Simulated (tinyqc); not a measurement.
# Off-state leakage of single and stacked transistors: effects of single changes

n-channel devices of unit width. Subthreshold current I(Vg, Vs, Vd) = I0 (T/300 K)^0.5 exp[(Vg - Vs - VT(T) - gb (Vs - Vb) + dd (Vd - Vs))/(nf Vt)] (1 - exp(-(Vd - Vs)/Vt)), VT(T) = VT - cT (T - 300 K). Gate-edge tunnelling Ig (Vd/1 V) exp(ag (Vd - 1 V)), for a gate at 0 V, and band-to-band leakage Ab u exp(-Bb/u), u = Vd - Vb + 1 V, flow at a drain held at V; both are taken as independent of T. In a stack of off transistors (all gates at 0 V) the same subthreshold current passes through each.

Values chosen for this exercise; values of the order met in bulk silicon logic transistors: temperature T = 300 K; supply voltage V = 1 V; threshold at 300 K, zero drain and body bias VT = 0.27 V; fall of the threshold with temperature cT = 0.5 mV/K; current at threshold at 300 K I0 = 0.12 uA/um; slope factor nf = 1.19; drain-induced lowering per volt dd = 0.1; rise of the threshold per volt of source-body bias gb = 0.11; gate-edge tunnelling current at 1 V Ig = 2e-6 uA/um; exponential slope of the gate current ag = 5.7 1/V; prefactor of band-to-band leakage at the drain Ab = 5 uA/(um V); its exponential voltage Bb = 21 V; body voltage Vb = 0 V.

Constants: q = 1.602176634e-19 C, kB = 1.380649e-23 J/K, Vt = kB T/q. Results are converted to the units shown.

Each table varies one quantity; the others keep the values above.

## Subthreshold current against the height of the stack

All n gates at 0 V, bottom source at 0 V, top drain at V; node voltages follow from equal currents.

Results:
columns A: n; B: I (nA/um); C: reduction factor; D: drain voltage of the bottom device (mV); E: source voltage of the top device (mV); F: voltage across the top device (V)
```
A          B       C       D       E        F
1    0.47784  1.0000  1000.0       0   1.0000
2   0.022638  21.108  77.536  77.536  0.92246
3   0.010779  44.332  20.348  96.403  0.90360
5  0.0052123  91.677  8.2781  114.88  0.88512
6  0.0041372  115.50  6.3846  120.75  0.87925
```

Estimate the missing row, n = 4.

Computed row:
columns A: n; B: I (nA/um); C: reduction factor; D: drain voltage of the bottom device (mV); E: source voltage of the top device (mV); F: voltage across the top device (V)
```
A          B       C       D       E        F
4  0.0070342  67.932  11.765  107.25  0.89275
```

With this row back in the table: The second transistor cuts the current by a factor of 21.1, the third by a further 2.10 and the sixth by 1.26. The top device keeps 87.9 % of the supply at n = 6, while the drain voltage of the bottom one falls to 0.247 Vt.

## Leakage components against the body voltage

Same model as above.

One transistor with Vg = Vs = 0, Vd = V; stack factor I(one)/I(two in series).

The same in every row: gate edge (nA/um) = 0.002000; stack factor = 21.11.

Leakage components against the body voltage:
```
Vb (V)  subthreshold (nA/um)  band-to-band (nA/um)  total (nA/um)  largest part
0.2                   0.9769               0.07717          1.056  subthreshold
0                     0.4778                0.2754         0.7552  subthreshold
-0.2                  0.2337                0.7868          1.023  band-to-band
-0.4                  0.1143                 1.902          2.018  band-to-band
-0.6                 0.05592                 4.038          4.096  band-to-band
-0.8                 0.02735                 7.743          7.773  band-to-band
-1                   0.01338                 13.68          13.69  band-to-band
-1.2                0.006544                 22.60          22.61  band-to-band
-1.4                0.003201                 35.32          35.33  band-to-band
```

As Vb goes from 0.2 to -1.4, the total leakage goes from 1.06 through a minimum of 0.755 (at Vb = 0 among the rows listed) to 35.3 nA/um. The subthreshold part leads at Vb = 0.2, the band-to-band part from -0.2 on. The exact minimum lies at Vb = -0.00912 V: reverse body bias lowers the subthreshold part by a decade every nf Vt ln 10/gb = 0.644 V but raises the band-to-band part. The reduction by a stack of two stays at 21.1, for the subthreshold part alone. For Vb = 0.2 the body is forward biased; the junction current, left out, is still small at this voltage.

tinyqc, about 0.03 s, one thread, Intel Xeon 2.30GHz (shared host): `OMP_NUM_THREADS=1 python tinyqc.py 2242241 2242242 out.jsonl`
